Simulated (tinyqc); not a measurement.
Inversion-layer mobility, back-scattering and ballistic limit of a field-effect transistor: one step, computed by the program tinyqc.

The charge at the top of the source barrier is fixed by the gate; series resistance and short-channel effects are left out. F_j are Fermi integrals normalised to exp(eta) in the classical limit.

Problem. Effective mobility. mu_phonon = mu_ph (E_eff/1 MV/cm)^(-0.3) (T/300 K)^(-1.75); mu_rough = mu_sr (E_eff/1 MV/cm)^(-2); mu_Coulomb = mu_C (N_inv/1e12 cm^-2) (T/300 K); Matthiessen's rule adds 1/mu.

Inputs (values chosen for the exercise, modelled on a germanium p-channel):
```
quantity                                     value        unit
phonon mobility at 1 MV/cm and 300 K, mu_ph    280  cm^2/(V s)
roughness mobility at 1 MV/cm, mu_sr           240  cm^2/(V s)
Coulomb mobility at N_inv = 1e12/cm^2, mu_C    330  cm^2/(V s)
temperature T                                  300           K
```

Statistics at the top of the barrier: Fermi-Dirac.

inversion density N_inv = 3.839086e+12 1/cm^2

effective field E_eff = 0.5404128 MV/cm

Give: phonon part; roughness part; Coulomb part; effective mobility mu.

Solution.

phonon part = 336.8 cm^2/(V s)

roughness part = 821.8 cm^2/(V s)

Coulomb part = 1267 cm^2/(V s)

effective mobility mu = 201.0 cm^2/(V s)

The phonon part is the lowest and holds 60 % of 1/mu.
